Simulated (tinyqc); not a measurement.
Schottky barrier with interface states (Cowley-Sze model), image lowering and contact resistance: one step, computed by the program tinyqc.

An n-type semiconductor under a metal. The barrier lies between the Schottky-Mott limit phi_M - chi and the Bardeen limit E_g - E_n, E_n being the neutrality level of the interface states; the space-charge term of the full Cowley-Sze expression is left out.

Question. Pinning factor and barrier. S = 1/(1 + e^2 D delta/(eps_i eps_0)); for D per eV, e^2 D is the number e x D in SI units, with 1 cm^-2 = 1e4 m^-2. phi_B = S (phi_M - chi) + (1 - S)(E_g - E_n); the hole barrier is E_g - phi_B.

Inputs (values chosen for the exercise, for a model semiconductor):
```
quantity                                       value         unit
gap E_g                                        0.723           eV
electron affinity chi                           3.95           eV
metal work function phi_M                       4.18           eV
neutrality level E_n above the valence band    0.275           eV
interface-state density D                    1.2e+13  cm^-2 eV^-1
dipole layer thickness delta                    0.36           nm
dipole layer constant eps_i                        1            -
```

Pinning factor from: interface states.

Constants: e = 1.602176634e-19 C; eps_0 = 8.8541878128e-12 F/m.

Give: pinning factor S; Schottky-Mott barrier; Bardeen barrier; barrier phi_B; hole barrier.

Answer.

pinning factor S = 0.5613

Schottky-Mott barrier = 0.23 eV

Bardeen barrier = 0.448 eV

barrier phi_B = 0.3256 eV

hole barrier = 0.3974 eV

The contact is partly pinned.
